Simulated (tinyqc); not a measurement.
What moves the results: exchange-split free-electron bands and tunnelling magnetoresistance. A value that a table varies takes the place of the one given here.

Majority and minority bands E = c k^2/m -/+ Dx/2, c = hbar^2/2m0, so k_up = sqrt(m (EF + Dx/2)/c), k_dn = sqrt(m (EF - Dx/2)/c); n_s = k_s^3/(6 pi^2), D_s = m k_s/(4 pi^2 c).

Barrier: kappa = sqrt(mb phi/c), c = hbar^2/2m0. With a = k1/m, b = k2/m, w = kappa/mb, the transmission at normal incidence is T(k1, k2) = 4 a b w^2/[w^2 (a + b)^2 + (w^2 + a^2)(w^2 + b^2) sinh^2(kappa d)]. Parallel: G_P = T(up, up) + T(dn, dn); antiparallel: G_AP = 2 T(up, dn); TMR = (G_P - G_AP)/G_AP. Julliere: TMR = 2 P^2/(1 - P^2). Slonczewski factor: P_eff = P_k (w^2 - a_up a_dn)/(w^2 + a_up a_dn), P_k = (k_up - k_dn)/(k_up + k_dn).

Constants: hbar^2/2m0 = 3.80998211 eV angstrom^2.

Parameters, chosen for this exercise: EF = 3.24 eV (Fermi energy above the mean band bottom); Dx = 2.63 eV (exchange splitting); m = 1.21 m0 (mass in the electrodes); mb = 0.67 m0 (mass in the barrier); d = 6.5 angstrom (barrier thickness); phi = 2.75 eV (barrier height above EF).

## Barrier height

Results:

| phi (eV) | w (1/angstrom) | P_eff | TMR (%) | G_P |
|---|---|---|---|---|
| 0.20 | 0.280 | -0.1659 | 4.16 | 0.285 |
| 0.40 | 0.396 | -0.1289 | 3.00 | 0.158 |
| 0.70 | 0.524 | -0.0852 | 1.48 | 0.0675 |
| 1.0 | 0.626 | -0.0514 | 0.58 | 0.0309 |
| 1.5 | 0.767 | -0.0094 | 0.04 | 0.00959 |
| 2.0 | 0.885 | 0.0210 | 0.10 | 0.00339 |
| 3.0 | 1.084 | 0.0622 | 0.78 | 0.000560 |
| 4.0 | 1.252 | 0.0888 | 1.59 | 0.000119 |
| 6.0 | 1.533 | 0.1210 | 2.97 | 8.54e-06 |
| 10 | 1.979 | 0.1523 | 4.75 | 1.29e-07 |

P_eff vanishes where w^2 = a_up a_dn, at phi = 1.64 eV, inside the table; the lowest TMR listed is 0.04 % at 1.5 eV. TMR is 4.2 % at the lowest barrier and 4.8 % at the highest, against 9.4 % for Julliere with P_k; P_eff tends to +P_k for very high barriers and to -P_k for very low ones. G_P falls by 6.3 decades.

## Barrier thickness

Results:

| d (angstrom) | kappa d | G_P | G_AP | TMR (%) |
|---|---|---|---|---|
| 1 | 0.695 | 1.22 | 1.19 | 2.83 |
| 2 | 1.391 | 0.404 | 0.399 | 1.23 |
| 3 | 2.086 | 0.108 | 0.108 | 0.74 |
| 4 | 2.782 | 0.0275 | 0.0273 | 0.62 |
| 6 | 4.172 | 0.00171 | 0.00170 | 0.58 |
| 8 | 5.563 | 0.000106 | 0.000106 | 0.58 |
| 10 | 6.954 | 6.57e-06 | 6.54e-06 | 0.58 |
| 13 | 9.040 | 1.01e-07 | 1.01e-07 | 0.58 |
| 16 | 11.127 | 1.56e-09 | 1.55e-09 | 0.58 |
| 20 | 13.908 | 5.99e-12 | 5.96e-12 | 0.58 |

For thick barriers each angstrom costs a factor exp(2 kappa) = 4.02 in both conductances, and TMR settles at 0.58 % (the interface factor, which vanishes at (kappa/mb)^2 = k_up k_dn/m^2, reduces it below the value from the polarisation of k alone); it is within 0.1 point of that from d = 4 angstrom on. At 1 angstrom it is 2.83 %, where the barrier is thin and the mismatch of k_up and k_dn starts to rule, as it does fully for d -> 0.

## Exchange splitting

Dx takes the listed multiples of 2 EF.

Results:

| Dx/(2 EF) | k_up | k_dn | P_k | P_eff | TMR (%) |
|---|---|---|---|---|---|
| 0.10 | 1.0639 | 0.9623 | 0.0501 | 0.0107 | 0.02 |
| 0.20 | 1.1112 | 0.9073 | 0.1010 | 0.0222 | 0.10 |
| 0.35 | 1.1786 | 0.8178 | 0.1807 | 0.0436 | 0.38 |
| 0.50 | 1.2424 | 0.7173 | 0.2679 | 0.0745 | 1.12 |
| 0.65 | 1.3030 | 0.6001 | 0.3693 | 0.1245 | 3.15 |
| 0.80 | 1.3609 | 0.4536 | 0.5000 | 0.2187 | 10.05 |
| 0.90 | 1.3982 | 0.3208 | 0.6268 | 0.3492 | 27.78 |
| 0.97 | 1.4238 | 0.1757 | 0.7803 | 0.5667 | 94.58 |

P_k rises from 0.050 to 0.780, and TMR goes from 0.02 % to 94.6 %, steadily. At Dx = 2 EF the minority band is empty (a half metal) and G_AP vanishes.

## What moves the magnetoresistance

All results formed anew. Each row changes one parameter from the base and keeps the others.

Results:

| case | P_k | P_eff | TMR (%) | G_P |
|---|---|---|---|---|
| base | 0.2121 | 0.0536 | 0.58 | 0.000855 |
| Dx = 2.761 eV | 0.2237 | 0.0576 | 0.67 | 0.000849 |
| EF = 3.564 eV | 0.1912 | 0.0382 | 0.29 | 0.000881 |
| phi = 3.575 eV | 0.2121 | 0.0787 | 1.25 | 0.000224 |
| mb = 0.536 m0 | 0.2121 | 0.0751 | 1.14 | 0.00209 |
| d = 8.5 angstrom | 0.2121 | 0.0536 | 0.58 | 5.30e-05 |
| m = 1.452 m0 | 0.2121 | 0.0713 | 1.02 | 0.000815 |

The largest shifts from the base row, up to three for each result and ties (the steps differ in size, so this ranks the rows, not the parameters). P_k: EF -0.0208, Dx +0.0116; unchanged at the printed digits by phi, mb, d and m. P_eff: phi +0.0251, mb +0.0215, m +0.0176; unchanged at the printed digits by d. TMR (%): phi +0.67, mb +0.56, m +0.44; unchanged at the printed digits by d. G_P: mb +0.00124, d -0.000802, phi -0.000631.

Run: tinyqc, `OMP_NUM_THREADS=1 python tinyqc.py 1652101 1652102 out.jsonl`; Intel(R) Xeon(R) Processor @ 2.30GHz, one thread, shared host; about 0.01 s of CPU time with all checks.
